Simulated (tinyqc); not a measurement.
Type-II superlattice in the two-band Kane model: one step. Wave numbers and masses at one energy. Three cases, with inputs chosen for the exercise.

Problem. Give k^2 and m(E) in both layers.

Motion along the axis, period d = a + b, c = hbar^2/2m0. Conduction and light-hole bands couple: (E - Ec)(E - Ev) = Ep c k^2 in each layer, with mass m(E) = (E - Ev)/Ep, which may be negative. The conduction envelope psi and psi'/m(E) are continuous; a layer carries them by [[cos kt, (m/k) sin kt], [-(k/m) sin kt, cos kt]] (cosh and sinh for k^2 < 0), and cos(q d) = tr(M_B M_A)/2. C1 is the first miniband above EvB, with its bottom at tr/2 = +1 and its top at -1; the gap is the bottom of C1 less the top heavy-hole level HH1.

Constants: hbar^2/2m0 = 3.80998211 eV angstrom^2.

Case 1.

Values chosen (near those of an InAs/GaSb superlattice; shifted at random, so the results belong to these values and not to a real crystal): a = 24 angstrom (layer A); b = 52 angstrom (layer B); EcA = 0 eV (conduction edge of A); EvA = -0.413 eV (valence edge of A); EcB = 0.955 eV (conduction edge of B); EvB = 0.149 eV (valence edge of B); EpA = 14.4 eV (coupling energy in A); EpB = 18.3 eV (coupling energy in B); E = 0.407 eV (trial energy).

Case 2.

Values chosen (near those of an InAs/GaSb superlattice; shifted at random, so the results belong to these values and not to a real crystal): a = 31 angstrom (layer A); b = 57 angstrom (layer B); EcA = 0 eV (conduction edge of A); EvA = -0.417 eV (valence edge of A); EcB = 0.986 eV (conduction edge of B); EvB = 0.167 eV (valence edge of B); EpA = 14.6 eV (coupling energy in A); EpB = 17.9 eV (coupling energy in B); E = 0.45 eV (trial energy).

Case 3.

Values chosen (near those of an InAs/GaSb superlattice; shifted at random, so the results belong to these values and not to a real crystal): a = 51 angstrom (layer A); b = 33 angstrom (layer B); EcA = 0 eV (conduction edge of A); EvA = -0.422 eV (valence edge of A); EcB = 0.979 eV (conduction edge of B); EvB = 0.165 eV (valence edge of B); EpA = 14.1 eV (coupling energy in A); EpB = 17.9 eV (coupling energy in B); E = 0.216 eV (trial energy).

Give: Layers.

Solution.

Case 1.

Layers:

| layer | k^2 (1/angstrom^2) | m(E) (m0) |
|---|---|---|
| A | 0.0060831 | 0.05694 |
| B | -0.0020278 | 0.01410 |

In B the decay constant is 0.0450 1/angstrom; across the gap of B it peaks at mid-gap, at 0.0483, and vanishes at both edges.

Case 2.

Layers:

| layer | k^2 (1/angstrom^2) | m(E) (m0) |
|---|---|---|
| A | 0.0070138 | 0.05938 |
| B | -0.0022242 | 0.01581 |

In B the decay constant is 0.0472 1/angstrom; across the gap of B it peaks at mid-gap, at 0.0496, and vanishes at both edges.

Case 3.

Layers:

| layer | k^2 (1/angstrom^2) | m(E) (m0) |
|---|---|---|
| A | 0.0025653 | 0.04525 |
| B | -0.00057058 | 0.00285 |

In B the decay constant is 0.0239 1/angstrom; across the gap of B it peaks at mid-gap, at 0.0493, and vanishes at both edges.

Computed by tinyqc, one run a case: `OMP_NUM_THREADS=1 python tinyqc.py N N+1 out.jsonl` with N = 1252043, 1252477, 1252606; one thread of a shared Intel(R) Xeon(R) Processor @ 2.30GHz, about 0.1 s a run at most.
